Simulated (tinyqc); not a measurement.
Phonon polaritons: single-oscillator infrared dielectric function of a polar cubic crystal. Computed by tinyqc, a small Python program. Command: `OMP_NUM_THREADS=1 python tinyqc.py 3020557 3020558 out.jsonl infrared walk`. One thread of a shared host (Intel(R) Xeon(R) Processor @ 2.30GHz), about 0.01 s of CPU time with the checks.

One ion pair, charges +Z* and -Z*, in a cell of volume Omega = a^3. Frequencies omega are given as wavenumbers (1/cm); eps_s is the static dielectric constant.

Inputs (values chosen for the exercise, modelled on caesium chloride):
```
quantity            value      unit
lattice constant a   4.12  angstrom
mass M_A            132.9         u
mass M_B            35.45         u
omega_TO             98.8      1/cm
Born charge Z*        1.3         e
eps_inf              2.63         -
```

Structure: caesium chloride. Free carriers: absent.

Constants: nu for 1 eV/(angstrom^2 u) = 15.6333042 THz; 1 THz = 33.35640952 1/cm; e^2/(4 pi eps_0) = 14.39964548 eV angstrom.

Method. mu = M_A M_B/(M_A + M_B); ionic plasma term W^2 = 4 pi Z*^2 (e^2/(4 pi eps_0))/(Omega mu) in eV/(angstrom^2 u), turned into 1/cm by W = 15.6333042 x 33.35640952 x sqrt(W^2); omega_LO^2 = omega_TO^2 + W^2/eps_inf; eps_s = eps_inf + W^2/omega_TO^2; Szigeti charge 3 Z*/(eps_inf + 2); longitudinal (Callen) charge Z*/eps_inf. Transverse waves without damping obey Q^2 = omega^2 eps(omega), Q = wave vector/(2 pi) in 1/cm: eps_inf omega^4 - (eps_inf omega_LO^2 + Q^2) omega^2 + Q^2 omega_TO^2 = 0.

eps_s = 6.98286

omega_LO = 160.989 1/cm

Branches (1/cm):
```
Q     lower branch  upper branch  Q/sqrt(eps_s)  Q/sqrt(eps_inf)
26           9.809         161.5           9.84             16.0
78          28.704         165.5          29.52             48.1
160         53.863         181.0          60.55             98.7
260         73.703         214.9          98.39            160.3
390         85.984         276.3         147.59            240.5
650         93.929         421.6         245.98            400.8
1300        97.563         811.8         491.96            801.6
2600        98.490        1608.3         983.91           1603.2
```

The lower branch starts as light slowed by sqrt(eps_s) (0.997 of that line) and ends at 0.997 omega_TO; the upper starts at 1.003 omega_LO and ends at 1.003 of the light line with eps_inf. No branch lies between omega_TO and omega_LO.
